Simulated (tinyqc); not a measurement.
Comparisons within one model: standing waves and exposure in a photoresist film. A value that a table varies takes the place of the one given here.

Normal incidence from air. Unexposed resist: N1 = n1 + i k1 with k1 = (A + B) lam/(4 pi), lam in micrometres. r01 = (1 - N1)/(1 + N1), t01 = 2/(1 + N1). Below the resist lie the layer Na = na + i ka and the substrate Ns = ns + i ks: r12 = (r1a + ras x)/(1 + r1a ras x), x = exp(4 pi i Na da/lam), r1a = (N1 - Na)/(N1 + Na), ras = (Na - Ns)/(Na + Ns). With p = exp(2 pi i N1 d/lam), the field at depth z is E(z) = t01 [exp(2 pi i N1 z/lam) + r12 p^2 exp(-2 pi i N1 z/lam)]/(1 + r01 r12 p^2), the relative intensity I(z) = n1 |E(z)|^2 and the reflectance R = |(r01 + r12 p^2)/(1 + r01 r12 p^2)|^2.

Values chosen for the exercise (a resist on Si, indices near tabulated ones; shifted at random, so the results belong to these values and not to a real crystal):
- lam = 193 nm (vacuum wavelength)
- n1 = 1.701 (resist index)
- A = 0.14 1/micrometre (bleachable absorption (Dill A))
- B = 1.02 1/micrometre (fixed absorption (Dill B))
- d = 199 nm (resist thickness)
- ns = 0.882 (substrate n)
- ks = 2.825 (substrate k)
- na = 1.807 (n of the bottom antireflection layer)
- ka = 0.318 (its k)
- da = 87 nm (its thickness)

## Swing of the coupled dose with resist thickness

The mean of I is taken over 800 depths; the relative dose to clear is taken as 1/(mean of I over the lowest period, 60 depths), scaled to 1 in the first row.

Swing:

| d (nm) | R | mean I | relative dose |
|---|---|---|---|
| 199.0 | 0.0432 | 0.8585 | 1.000 |
| 208.5 | 0.0513 | 0.8502 | 1.021 |
| 217.9 | 0.0777 | 0.8228 | 1.062 |
| 227.4 | 0.0956 | 0.8002 | 1.094 |
| 236.8 | 0.0885 | 0.7994 | 1.096 |
| 246.3 | 0.0631 | 0.8168 | 1.078 |
| 255.7 | 0.0446 | 0.8307 | 1.070 |
| 265.2 | 0.0521 | 0.8223 | 1.092 |
| 274.6 | 0.0768 | 0.7971 | 1.133 |
| 284.1 | 0.0936 | 0.7768 | 1.166 |
| 293.6 | 0.0868 | 0.7765 | 1.169 |
| 303.0 | 0.0633 | 0.7920 | 1.152 |
| 312.5 | 0.0459 | 0.8040 | 1.145 |

What can be read from the table?

The period is 56.7 nm, six rows. The relative dose swings between 1.000 and 1.169, a ratio (max - min)/mean of 0.154, against the estimate 4 sqrt(|r01|^2 |r12|^2) exp(-(A + B) d) = 0.059 for the oscillating part alone; the ratio from the table also holds the slow rise from absorption, 14.5 % over two periods, so the two are not strictly comparable.

## Tuning the antireflection layer

da takes the values listed; the contrast is (Imax - Imin)/(Imax + Imin) over the lowest period of the resist (60 depths).

Results:

| da (nm) | \|r12\|^2 | contrast |
|---|---|---|
| 0 | 0.5796 | 0.948 |
| 10 | 0.3593 | 0.862 |
| 20 | 0.1419 | 0.649 |
| 30 | 0.0654 | 0.481 |
| 40 | 0.0803 | 0.530 |
| 50 | 0.0985 | 0.538 |
| 60 | 0.0710 | 0.469 |
| 75 | 0.0076 | 0.178 |
| 90 | 0.0097 | 0.208 |
| 110 | 0.0242 | 0.278 |
| 140 | 0.0044 | 0.122 |

How do the results move?

|r12|^2 starts at 0.5796 and is lowest, 0.0044, at 140 nm of those listed, where the contrast is 0.122 against 0.948. The contrast follows 2|r|/(1 + |r|^2), so even |r12|^2 = 0.01 leaves about 0.2. Values below 0.01 occur at 75, 90 and 140 nm.

## What moves the exposure

The mean of I is over 800 depths. Each row changes one parameter from the base and keeps the others.

Results:

| case | \|r12\|^2 | R | mean I | I at the bottom |
|---|---|---|---|---|
| base | 0.0052 | 0.0432 | 0.8585 | 0.6609 |
| d = 209 nm | 0.0052 | 0.0524 | 0.8491 | 0.6461 |
| n1 = 1.718 | 0.0045 | 0.0458 | 0.8561 | 0.6656 |
| B = 1.22 1/micrometre | 0.0052 | 0.0441 | 0.8411 | 0.6344 |
| ks = 2.543 | 0.0059 | 0.0410 | 0.8623 | 0.6529 |
| da = 97 nm | 0.0208 | 0.0317 | 0.9001 | 0.6005 |
| ka = 0.413 | 0.0062 | 0.0482 | 0.8639 | 0.6710 |

How do the results move?

The largest shifts from the base row, up to three for each result and ties (the steps differ in size, so this ranks the rows, not the parameters). |r12|^2: da +0.0156, ka +0.0010, ks +0.0007, n1 -0.0007; unchanged at the printed digits by d and B. R: da -0.0115, d +0.0093, ka +0.0050. mean I: da +0.0417, B -0.0173, d -0.0094. I at the bottom: da -0.0603, B -0.0265, d -0.0148.

Computed by tinyqc, a small Python program: `OMP_NUM_THREADS=1 python tinyqc.py 1682014 1682015 out.jsonl` (the numbers bound the seed that draws the inputs); one thread of a shared host (Intel(R) Xeon(R) Processor @ 2.30GHz), about 0.01 s for the whole set of steps.
